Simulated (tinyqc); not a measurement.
# Gate voltage for a wanted density

Question. A HEMT has a barrier of thickness d, permittivity eb and off voltage Voff; energies are counted from the channel band edge at the interface. F = q (eta ns + Nb)/(eps0 ec) in eV/nm; E_k = a_k (C F^2/me)^(1/3), a_0 = 2.338107, a_1 = 4.087949, C = hbar^2/(2 m0); D = me m0 q/(pi hbar^2); ns = D Vt [ln(1 + exp((EF - E_0)/Vt)) + ln(1 + exp((EF - E_1)/Vt))], which gives EF = E_0 + Vt ln{2 s/[(1 + u) + sqrt((1 + u)^2 + 4 u s)]} with s = exp(ns/(D Vt)) - 1, u = exp((E_0 - E_1)/Vt). Charge control: ns + Nb = eps0 eb (Vg - Voff - EF)/(q d). Find E_0, E_1, EF and the Vg that gives this ns.

Values chosen for this exercise; material values close to those of AlGaAs on GaAs:
```
symbol  value   unit                                         meaning
T         200      K                                     temperature
d          25     nm          barrier thickness from gate to channel
me      0.068     m0                    electron mass in the channel
ec       12.7                   relative permittivity of the channel
eta      0.75         share of ns that counts in the confining field
Nb          0  cm^-2                  depletion charge of the buffer
```

Constants: q = 1.602176634e-19 C, kB = 1.380649e-23 J/K, hbar = 1.054571817e-34 J s, m0 = 9.1093837015e-31 kg, Vt = kB T/q, eps0 = 8.8541878128e-14 F/cm where lengths are in cm, hbar^2/(2 m0) = 0.0380998212 eV nm^2. Results are converted to the units shown.

ns = 1.2e12 cm^-2
eb = 12.1
Voff = 0.45836104 V

Answer. In this direction nothing needs iterating: ns fixes the field, the levels and EF, and the charge-control relation gives Vg.

E_0 = 0.1056 eV
E_1 = 0.1846 eV
EF = 0.1445 eV
Vg = 1.052 V

Computed by the program tinyqc: `OMP_NUM_THREADS=1 python tinyqc.py 2180113 2180114 out.jsonl`, one thread of a shared Intel Xeon 2.30GHz, about 0.01 s for the whole run.
